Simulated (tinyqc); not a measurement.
Deep-level transient spectroscopy: amplitude against reverse bias.

Schottky contact on an n-type layer with shallow donors Nd (all ionised) and a donor-like deep trap, neutral when filled and positive when empty; depletion approximation. Traps within lam of the depletion edge stay filled. A long pulse to Vp fills the traps beyond x1 = Wp - lam; back at Vr those between x1 and x2 = Wr - lam emit. A rate window reads S = C(t2) - C(t1).

lam = sqrt(2 eps0 eps_r (EF - ET)/(q Nd)), EF - ET = Et - (kB T/q) ln(Nc(T)/Nd), Nc(T) = Nc (T/300 K)^1.5. In the steady state at the band bending V, 2 eps0 eps_r V/q = Nd W^2 + Nt (W - lam)^2 (the second term only if W > lam). W(t)^2 = Wr^2 + (Nt/Nd)(x2^2 - x1^2) exp(-en t), C = eps0 eps_r/W; for small Nt, dC/C = -(Nt/2 Nd) G exp(-en t) with G = (x2^2 - x1^2)/Wr^2. Listed at t = 0.

Inputs (values chosen for the exercise); material values close to those of silicon: relative permittivity eps_r = 11.7; conduction-band density of states at 300 K Nc = 2.83e19 cm^-3; shallow donor density Nd = 4.6e16 cm^-3; built-in voltage Vbi = 0.64 V; depth of the trap below the conduction edge Et = 0.14 eV; trap density Nt = 1.6e16 cm^-3; reverse bias during the filling pulse Vp = 0 V; temperature of the transient T = 92 K.

Constants: q = 1.602176634e-19 C, kB = 1.380649e-23 J/K, eps0 = 8.8541878128e-14 F/cm where lengths are in cm. Results are converted to the units shown.

Result of one run:

| Vr (V) | Wr (nm) | G | dC(0)/C (%) | 2 Nd \|dC\|/C (cm^-3) |
|---|---|---|---|---|
| 5.4 | 368.0 | 0.6893 | -10.19 | 9.373e15 |

What becomes of these results when the reverse bias Vr is changed from 5.4 to 8.7 V, all else the same?

Result of the changed run:

| Vr (V) | Wr (nm) | G | dC(0)/C (%) | 2 Nd \|dC\|/C (cm^-3) |
|---|---|---|---|---|
| 8.7 | 454.6 | 0.7513 | -10.96 | 1.008e16 |

The whole series:

| Vr (V) | Wr (nm) | G | dC(0)/C (%) | 2 Nd \|dC\|/C (cm^-3) |
|---|---|---|---|---|
| 0.5 | 166.3 | 0.2637 | -4.292 | 3.949e15 |
| 2.1 | 251.8 | 0.5336 | -8.160 | 7.507e15 |
| 3.8 | 317.3 | 0.6362 | -9.512 | 8.751e15 |
| 5.4 | 368.0 | 0.6893 | -10.19 | 9.373e15 |
| 7.1 | 415.0 | 0.7263 | -10.65 | 9.798e15 |
| 8.7 | 454.6 | 0.7513 | -10.96 | 1.008e16 |
| 10.4 | 493.2 | 0.7715 | -11.21 | 1.031e16 |
| 12 | 526.8 | 0.7867 | -11.39 | 1.048e16 |

G rises from 0.264 to 0.787, since lam = 53.8 nm and x1 weigh less in a wider layer. The simple estimate 2 Nd |dC|/C reaches 24.7 % of the true Nt in the first row and 65.5 % in the last. That is below G (78.7 %), since with Nt/Nd = 0.35 dC/C is no longer linear in Nt. In every row T is below 110 K, where shallow donors begin to freeze out; the model keeps them ionised.

Range of the model: With Nt above a tenth of Nd the edge x2 moves during the transient, which this model holds fixed, and the transient is not a plain exponential.

Numbers from tinyqc (`OMP_NUM_THREADS=1 python tinyqc.py 2050167 2050168 out.jsonl`; about 0.01 s on one thread of a shared Intel Xeon 2.30GHz).
